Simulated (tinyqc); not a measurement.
Free and trapped electrons in a MOS channel with a dense trap tail: effect of the acceptor density.

p-type body, charge-sheet picture, full ionisation (an idealisation for deep acceptors), Boltzmann statistics for free electrons. e = Ec - EF at the surface. Acceptor-like traps of density D(E) = D0 + De exp(-E/Ew) at depth E below Ec, from 0 to Eu, hold n_t = integral of D(E)/(1 + exp((e - E)/Vt)). psi = Eg - Vt ln(Nv/Na) - e; N_dep = sqrt(2 eps0 eps_r Na (psi - Vt)/q); n_f = sqrt(N_dep^2 + 2 eps0 eps_r Vt Nc exp(-e/Vt)/q) - N_dep; Vg = Vfb + psi + q (N_dep + n_t + n_f)/Cox, Cox = eps0 eox/tox.

Vfb is held fixed. VT is the Vg for n_f = 1e11 cm^-2; swing ln 10 n_f/(dn_f/dVg) at n_f = 1e8 cm^-2; the last three columns are for Vg = VT + 5 V, with free share n_f/(n_f + n_t) and field-effect mobility mf q (dn_f/dVg)/Cox; there EF is near the band edge, where Boltzmann statistics are rough.

Inputs (values chosen for the exercise); band and dielectric values close to those of 4H silicon carbide: temperature T = 300 K; band gap Eg = 3.26 eV; relative permittivity eps_r = 9.62; conduction-band density of states at T Nc = 1.72e19 cm^-3; valence-band density of states at T Nv = 2.52e19 cm^-3; relative permittivity of the insulator eox = 3.9; insulator thickness tox = 63 nm; flat-band voltage without trapped charge Vfb = -2.41 V; constant background density of acceptor-like traps D0 = 1.4e10 cm^-2 eV^-1; density of the tail at the conduction edge De = 2.9e13 cm^-2 eV^-1; decay energy of the tail Ew = 0.05 eV; depth below Ec down to which the traps reach Eu = 0.7 eV; mobility of free electrons mf = 110 cm^2/(V s).

Constants: q = 1.602176634e-19 C, kB = 1.380649e-23 J/K, Vt = kB T/q, eps0 = 8.8541878128e-14 F/cm where lengths are in cm. Results are converted to the units shown.

Result of one run:
```
e at VT (eV)	VT (V)	q n_t/Cox at VT (V)	swing (mV/decade)	n_f (cm^-2)	free share (%)	field-effect mobility (cm^2/(V s))
0.09460	3.427	0.9484	112.8	1.109e12	52.77	81.28
```

Which acceptor density Na gave this result: 2e15, 6e15, 1e16 or 5e17 cm^-3?

Na = 1e16 cm^-3.

The whole series:
```
Na (cm^-3)	e at VT (eV)	VT (V)	q n_t/Cox at VT (V)	swing (mV/decade)	n_f (cm^-2)	free share (%)	field-effect mobility (cm^2/(V s))
1e15	0.1204	1.870	0.6009	86.40	1.102e12	55.59	76.85
2e15	0.1131	2.193	0.6848	92.19	1.105e12	54.93	77.90
6e15	0.1007	2.941	0.8534	104.9	1.108e12	53.54	80.05
1e16	0.09460	3.427	0.9484	112.8	1.109e12	52.77	81.28
3e16	0.08113	4.929	1.192	135.9	1.111e12	50.94	84.43
8e16	0.06879	7.065	1.457	166.8	1.118e12	49.34	87.82
2e17	0.05709	10.15	1.745	209.1	1.135e12	48.15	91.36
5e17	0.04528	14.91	2.067	271.0	1.163e12	47.45	94.89
```

As Na goes from 1e15 to 5e17, VT rises from 1.87 to 14.9 V, its part due to traps rises from 0.601 to 2.07 V, the swing rises from 86.4 to 271 mV/decade and the field-effect mobility rises from 76.9 to 94.9 cm^2/(V s). Most of the rise of VT is depletion charge; the trap part grows since the same n_f needs EF nearer the band edge at heavier doping. For Na = 5e17 e is under 2 Vt already at VT, so VT too is rough.

Program tinyqc, `OMP_NUM_THREADS=1 python tinyqc.py 2222001 2222002 out.jsonl`; Intel Xeon 2.30GHz, shared host, one thread, about 0.02 s.
